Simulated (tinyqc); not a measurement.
Single-junction solar cell, detailed-balance limit: effect of the cell temperature.

Every photon above the gap Eg makes one pair and none below is absorbed; carriers thermalise at T and move without loss. Jsc = q fs X Phi(Eg, Ts); the dark current is J0 = q ge Phi(Eg, T)/ERE with the Boltzmann factor exp(V/Vt). The efficiency is the electrical power over fs X sigma Ts^4.

Photon flux above E from a black body at temperature T into a hemisphere: Phi(E, T) = A sum_k exp(-k E/th)[E^2 th/k + 2 E th^2/k^2 + 2 th^3/k^3], k = 1, 2, ..., with th = kB T/q in eV and A = 2 pi q^3/(h^3 c^2). J(V) = Jsc - J0 (exp(V/Vt) - 1); Voc = Vt ln(1 + Jsc/J0); at maximum power v = Vmp/Vt solves (1 + v) exp(v) = 1 + Jsc/J0. Pin = fs X sigma Ts^4, sigma = 2 pi^5 kB^4/(15 h^3 c^2). FF = Vmp Jmp/(Voc Jsc).

Parameters, values chosen for the exercise: temperature of the black-body sun Ts = 5800 K; share of the hemisphere filled by the sun fs = 2.16e-5; concentration X = 10; external radiative efficiency ERE = 0.0001; number of faces that emit ge = 1; band gap Eg = 0.81 eV.

Constants: q = 1.602176634e-19 C, kB = 1.380649e-23 J/K, h = 6.62607015e-34 J s, c = 299792458 m/s, Vt = kB T/q. Results are converted to the units shown.

The same in every row: Jsc (mA/cm^2) = 709.14.

Effect of the cell temperature:
```
T (K)  Voc (V)  Eg/q - Voc (V)       FF  efficiency (%)
200    0.55520         0.25480  0.86461          24.560
240    0.50029         0.30971  0.83257          21.311
280    0.44475         0.36525  0.79652          18.125
320    0.38865         0.42135  0.75513          15.016
360    0.33207         0.47793  0.70657          12.004
400    0.27505         0.53495  0.64834          9.1238
440    0.21773         0.59227  0.57769          6.4353
```

As T goes from 200 to 440 K, Jsc stays at 709 mA/cm^2, Voc falls from 0.555 to 0.218 V and the efficiency falls from 24.6 to 6.44 %. Voc changes by -1.41 mV/K on average with Eg fixed, and the efficiency by -0.56 % of itself per kelvin.

tinyqc, about 0.01 s, one thread, Intel Xeon 2.30GHz (shared host): `OMP_NUM_THREADS=1 python tinyqc.py 2820120 2820121 out.jsonl`
